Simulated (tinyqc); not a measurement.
Worked calculation: BHZ model on a square lattice (one spin block). Values are carried at full precision from step to step, so a last printed digit may differ when a step is redone from the rounded ones.

h(k) = e0 + d.s with s the Pauli matrices in the basis (E, H), k in units of 1/a: dx = (A/a) sin kx, dy = (A/a) sin ky, dz = M - (2B/a^2)(2 - cos kx - cos ky), e0 = -(2D/a^2)(2 - cos kx - cos ky). The other spin block is h*(-k). For small k this is the continuum model with dz = M - B k^2.

Inputs chosen for the exercise (of the size used for HgTe wells; shifted at random, so the results belong to these values and not to a real crystal): A = 3.38 eV angstrom; B = -68.6 eV angstrom^2; D = -46.7 eV angstrom^2; M = 0.0296 eV (mass term); a = 50 angstrom (grid spacing); k = (-0.54, 0.26) 1/a (wave vector); nk = 32 (points along kx).

## One k point

Form e0, d and E = e0 -/+ |d|.

e0 = 6.572 meV

dx, dy, dz (meV): -34.756  17.379  39.253

levels (meV): -48.662  61.806

## Signs of dz at the four invariant points

dz = M, M - 4B/a^2 (twice), M - 8B/a^2 at (0,0), (pi,0), (0,pi), (pi,pi). The product of the signs is (-1)^nu. C = (s00 - s0p - sp0 + spp)/2 is the Chern number of the lower band of this block, in the sense Omega = curl of i<u|grad u>.

dz (meV): (0,0) 29.60, (pi,0) 139.36, (0,pi) 139.36, (pi,pi) 249.12

nu (Z2 index) = 0
C = 0

M/B < 0: no inversion, a trivial insulator.

## Wilson loop

For each ky: x = -(1/2 pi) arg of the product of <u_j|u_(j+1)> over nk points kx = 2 pi j/nk of the lower band, folded into (-1/2, 1/2]. x is the centre of the hybrid Wannier function; minus its winding over ky from -pi to pi (followed on 61 points) is C.

Centres:

| ky | x (a) |
|---|---|
| -3.142 | 0.0000 |
| -1.500 | 0.0193 |
| -0.700 | 0.0391 |
| -0.350 | 0.0402 |
| -0.150 | 0.0239 |
| 0.000 | 0.0000 |
| 0.150 | -0.0239 |
| 0.350 | -0.0402 |
| 0.700 | -0.0391 |
| 1.500 | -0.0193 |
| 3.142 | 0.0000 |

C from the winding = 0

The centre returns without winding, moving at most 0.040 of a cell on these rows.

## Checks

- Chern number from the winding against the sign formula: both 0.

(tinyqc, `OMP_NUM_THREADS=1 python tinyqc.py 1452798 1452799 out.jsonl`, Intel(R) Xeon(R) Processor @ 2.30GHz, 1 thread, shared host, about 0.07 s.)
